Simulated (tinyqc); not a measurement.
Threshold-voltage variability of a planar MOSFET, analytic estimates: two steps of the calculation.

Three independent sources add in quadrature: random dopants in the depleted layer, metal-gate grains of two orientations, and roughness of the two gate edges acting through the roll-off VT = VT(long) - Vr exp(-L/l). These are first-order estimates: no three-dimensional electrostatics, no percolation.

Parameters, values chosen for the exercise; material values close to those of silicon: temperature T = 300 K; gate length L = 20 nm; gate width W = 44 nm; metal grain size G = 4 nm; work-function difference of the two grain orientations dW = 0.2 eV; share of the orientation of higher work function p = 0.6; rms roughness of one gate edge De = 1.8 nm; correlation length of the roughness La = 20 nm; decay length of the threshold roll-off l = 4.7 nm; prefactor of the roll-off Vr = 2 V; subthreshold factor n = 1.1; gm/I of a matched pair gI = 8 1/V; spread of the gain factor of one device sb = 1.1 %.

Constants: q = 1.602176634e-19 C, kB = 1.380649e-23 J/K, Vt = kB T/q. Results are converted to the units shown.

Question 1. Metal grains and edge roughness. Grains: Ng = L W/G^2 (at least 1), s2 = dW sqrt(p (1 - p)/Ng). Edges, with exponential correlation and u = W/La: the mean gate length has sL^2 = 2 De^2 (2/u)[1 - (1 - exp(-u))/u]; s3 = sL (Vr/l) exp(-L/l).

Wanted: Ng; s2; sL; dVT/dL; s3.

Answer 1.

Ng = 55.000
s2 = 13.212 mV
sL = 1.8735 nm
dVT/dL = 6.0377 mV/nm
s3 = 11.311 mV

Question 2. Total spread, mismatch and leakage. s = sqrt(s1^2 + s2^2 + s3^2). For a pair: s(dVT) = sqrt(2) s; current mismatch sqrt(2) sqrt((gI s)^2 + sb^2); input offset = current mismatch/gI. For a Gaussian VT the off current is log-normal with mean/median = exp(s^2/(2 (n Vt)^2)).

s1 = 30.767376 mV
s2 = 13.211565 mV
s3 = 11.311471 mV

Wanted: s; s(dVT); current mismatch; input offset; mean/median of Ioff.

Answer 2.

s = 35.34 mV
s(dVT) = 49.98 mV
current mismatch = 40.02 %
input offset = 50.02 mV
mean/median of Ioff = 2.165

tinyqc, about 0.02 s, one thread, Intel Xeon 2.30GHz (shared host): `OMP_NUM_THREADS=1 python tinyqc.py 2090169 2090170 out.jsonl`
